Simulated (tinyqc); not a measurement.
Free-carrier optics of a doped semiconductor (Drude model with one polar phonon): one step. Dielectric function at one energy. Three cases, with inputs chosen for the exercise.

Question. Insert the numbers.

eps(E) = ei [1 - Ep^2/(E^2 + i E Gam)] + (es - ei) wT^2/(wT^2 - E^2 - i E gT), with Ep^2 = 8 pi c (e^2/(4 pi eps0)) N/(m ei), c = hbar^2/2m0, N in 1/angstrom^3 (1e-24 per 1/cm^3); Gam = hbar/tau, tau = mu m m0/e with m0/e = 5.685630e-12 kg/C and mu in m^2/(V s). Energies in meV.

Give: free-carrier term; eps.

Case 1.

Values chosen (mass and dielectric values near those of GaAs; N and mu are free inputs; interband absorption and the rise of the mass with filling are left out; not measured data): E = 123.5 meV (photon energy); ei = 10.87 (high-frequency dielectric constant); wT = 32.9 meV (TO phonon); es = 13.03 (static dielectric constant); gT = 0.5 meV (phonon damping).

Ep = 47.0369 meV
Gam = 11.2178 meV

Answer.

free-carrier term = -1.5639+0.1421i
eps = 9.1411+0.1428i

Case 2.

Values chosen (mass and dielectric values near those of GaP; N and mu are free inputs; interband absorption and the rise of the mass with filling are left out; not measured data): E = 12 meV (photon energy); ei = 9.04 (high-frequency dielectric constant); wT = 45.9 meV (TO phonon); es = 11.13 (static dielectric constant); gT = 0.6 meV (phonon damping).

Ep = 25.7170 meV
Gam = 49.7990 meV

Answer.

free-carrier term = -2.2785+9.4557i
eps = 9.0048+9.4639i

Case 3.

Values chosen (mass and dielectric values near those of InAs; N and mu are free inputs; interband absorption and the rise of the mass with filling are left out; not measured data): E = 33.4 meV (photon energy); ei = 12.64 (high-frequency dielectric constant); wT = 26.8 meV (TO phonon); es = 15.57 (static dielectric constant); gT = 0.8 meV (phonon damping).

Ep = 12.0062 meV
Gam = 3.1804 meV

Answer.

free-carrier term = -1.6186+0.1541i
eps = 5.7486+0.5087i

Computed by tinyqc, one run a case: `OMP_NUM_THREADS=1 python tinyqc.py N N+1 out.jsonl` with N = 1681334, 1681767, 1681778; one thread of a shared Intel(R) Xeon(R) Processor @ 2.30GHz, about 0.01 s a run at most.
